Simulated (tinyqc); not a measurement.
Matthiessen's rule against the full average: mobility of a non-polar semiconductor in the relaxation-time approximation. Computed by tinyqc, a small Python program. Command: `OMP_NUM_THREADS=1 python tinyqc.py 3028022 3028023 out.jsonl rta walk`. One thread of a shared host (Intel(R) Xeon(R) Processor @ 2.30GHz), about 0.01 s of CPU time with the checks.

Each valley is treated as a sphere of mass m_d for states and rates, with one isotropic relaxation time; the conductivity mass m_c sets the current.

Inputs (values chosen for the exercise, for a model non-polar semiconductor):
```
quantity                                            value       unit
longitudinal mass m_l                                 1.1        m_0
transverse mass m_t                                  0.22        m_0
equivalent valleys Z                                    4          -
static permittivity eps_s                            11.5          -
density rho                                          5500     kg/m^3
sound velocity v_l                                  10700        m/s
acoustic deformation potential D_A                     11         eV
phonon energy hbar w                                 47.7        meV
optical or intervalley deformation potential D_o      3.1  1e8 eV/cm
final valleys Z_f                                       3          -
carrier density n                                 6.8e+16     1/cm^3
compensation ratio C                                    0          -
temperature T                                          77          K
alloy fraction x                                     0.13          -
alloy potential U                                    0.97         eV
lattice constant a                                   5.51   angstrom
```

Band: parabolic. Impurity formula: Brooks-Herring. Further scattering: alloy.

Constants: k_B = 8.617333262e-05 eV/K; m_0 = 9.1093837015e-31 kg; e = 1.602176634e-19 C; hbar = 1.054571817e-34 J s; eps_0 = 8.8541878128e-12 F/m; k_B = 1.380649e-23 J/K; hbar = 6.582119569e-16 eV s.

Method:
- m_d = (m_l m_t^2)^(1/3); 1/m_c = (1/m_l + 2/m_t)/3; Hall mass factor A = 3 K_m (K_m + 2)/(2 K_m + 1)^2, K_m = m_l/m_t; N_I = n (1 + C)/(1 - C).
- Parabolic band: E = hbar^2 k^2/(2 m), speed v = hbar k/m, states per spin, volume and energy g(E) = m k/(2 pi^2 hbar^2). Here m = m_d. Masses are multiplied by m_0 and all formulas are in SI units.
- The reduced Fermi level eta = E_F/(k_B T) solves n = 2 Z int g f dE with f = 1/(1 + exp(x - eta)) (Z = 1 unless valleys are given); screening length L_s = sqrt(eps_s eps_0 k_B T/(e^2 dn/deta)), dn/deta = 2 Z int g f (1 - f) dE.
- Integrals over x = E/(k_B T) use 160 Gauss-Legendre points in u = sqrt(x) from 0 to sqrt(max(eta, 0) + 32).
- Phonon occupation N_q = 1/(exp(hbar w/(k_B T)) - 1).
- Acoustic deformation potential (elastic, equipartition, absorption and emission together): 1/tau = 2 pi k_B T D_A^2 g(E)/(hbar rho v_l^2).
- Optical or intervalley deformation potential: 1/tau = (pi Z_f D_o^2/(rho w)) [N_q g(E + hbar w) + (N_q + 1) g(E - hbar w)], with g = 0 below the band edge.
- Each optical term is multiplied by (1 - f(E'))/(1 - f(E)), E' the final energy, for Pauli blocking.
- Singly charged impurities, momentum relaxation: 1/tau = N_I e^4 m (1 + 2 alpha E) Phi/(8 pi (eps_s eps_0)^2 hbar^3 k^3), with alpha = 0 for a parabolic band.
- Brooks-Herring: Phi = ln(1 + b) - b/(1 + b), b = 4 k^2 L_s^2.
- Alloy disorder: 1/tau = (2 pi/hbar) Omega x (1 - x) U^2 g(E), Omega = a^3/4 (other conventions for Omega rescale U).
- mu = (m_d/m_c) (2 Z e/(3 n k_B T)) int g v^2 tau f (1 - f) dE.
- Averages over x are split at the emission threshold x_0 = hbar w/(k_B T): 64 Gauss-Legendre points in sqrt(x) below it and 128 in sqrt(x - x_0) above it, up to x = max(eta, 0) + 32.
- Rates are added at each energy before the average. With <y> = int g v^2 y f (1 - f) dE: Hall factor r_H = A (3 n k_B T/(2 Z m_d)) <tau^2/(1 + 2 alpha E)>/<tau>^2 (alpha = 0 for a parabolic band); Hall mobility r_H mu; |S| = (k_B/e) (<x tau>/<tau> - eta); resistivity 1/(n e mu).
- Matthiessen's rule adds 1/mu of the separate processes.

acoustic mobility = 35211.4 cm^2/(V s)

optical mobility = 1.06268e+07 cm^2/(V s)

ionised impurity mobility = 2963.04 cm^2/(V s)

alloy mobility = 1616.26 cm^2/(V s)

drift mobility mu = 790.275 cm^2/(V s)

Separate mobilities:
```
process           mu (cm^2/(V s))  share of the sum of 1/mu (%)
acoustic               3.5211e+04                    2.8841e+00
optical                1.0627e+07                    9.5564e-03
ionised impurity       2.9630e+03                    3.4274e+01
alloy                  1.6163e+03                    6.2833e+01
```

mobility by Matthiessen's rule = 1015.5 cm^2/(V s)

excess of Matthiessen's rule over the full mu = 28.505 %

What does the comparison show, and why?

The rule gives 1016 against the full 790.3, 28.5 % too high; it can only overestimate, since each separate average is carried by the energies where that process is weak. The error is large because alloy and ionised impurity scattering both carry weight and depend on energy in different ways. Caution: n is taken as given; at low temperature (in diamond even at 300 K) real dopants can freeze out, which changes n and N_I.
